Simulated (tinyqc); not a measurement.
Relaxation at fixed composition: composition and strain of an epitaxial Si(1-x)Ge(x) layer from Raman and X-ray peaks. Computed by tinyqc, a small Python program. Command: `OMP_NUM_THREADS=1 python tinyqc.py 3001059 3001060 out.jsonl epiraman walk`. One thread of a shared host (Intel(R) Xeon(R) Processor @ 2.30GHz), about 0.01 s of CPU time with the checks.

A (001) layer, biaxially strained in the plane. The Raman peaks follow empirical lines omega = w0 + c1 x + c3 x^3 + b eps (c3 for Si-Ge alone), with eps the in-plane strain.

Inputs (values chosen for the exercise, modelled on silicon-germanium): Ge fraction x = 0.43; lattice constant of Si = 5.431 angstrom; lattice constant of Ge = 5.658 angstrom; bowing B = 0.028 angstrom; 2 C12/C11 of Si = 0.764; 2 C12/C11 of Ge = 0.757; Si-Si: w0 = 520.3 1/cm; Si-Si: c1 = -67.5 1/cm; Si-Si: strain coefficient b = -722 1/cm; Ge-Ge: w0 = 280.3 1/cm; Ge-Ge: c1 = 19.6 1/cm; Ge-Ge: strain coefficient b = -420 1/cm; X-ray wavelength = 1.540598 angstrom.

Substrate: silicon.

Method:
- Relaxed lattice constant a(x) = a_Si + (a_Ge - a_Si) x - B x (1 - x).
- In-plane constant a_par = a_sub + R (a(x) - a_sub); eps = a_par/a(x) - 1; eps_perp = -(2 C12/C11) eps with 2 C12/C11 linear in x; a_perp = a(x) (1 + eps_perp).
- (004) Bragg angle theta = arcsin(2 lambda/a), with a = a_perp for the layer and a_sub for the substrate; separation = layer less substrate. The apparent x is the one that a fully strained layer (R = 0) would need to give the same a_perp.

Signatures; columns: (1) R; (2) eps (per mille); (3) Si-Si (1/cm); (4) Ge-Ge (1/cm); (5) a_perp (angstrom); (6) (004) separation (arcsec); (7) apparent x if R = 0 is assumed:
```
(1)       (2)     (3)     (4)     (5)      (6)      (7)
0.00  -16.435  503.14  295.63  5.5908  -4034.9  0.43000
0.15  -13.969  501.36  294.60  5.5804  -3781.9  0.40350
0.30  -11.504  499.58  293.56  5.5701  -3527.8  0.37683
0.50   -8.217  497.21  292.18  5.5563  -3187.2  0.34100
0.70   -4.930  494.83  290.80  5.5425  -2844.4  0.30484
0.85   -2.465  493.05  289.76  5.5321  -2586.0  0.27750
1.00    0.000  491.27  288.73  5.5217  -2326.4  0.24998
```

Full relaxation moves the Si-Si peak by -11.87 per cm and shrinks the X-ray separation to 58 % of its strained value, about 1/(1 + 2 C12/C11). A symmetric reflection alone cannot part x from R: a relaxed layer read as strained gives x = 0.250 in place of 0.43. An asymmetric reflection or a second peak is needed.

Extremes, crossings and ranges named in words are read from the listed rows.
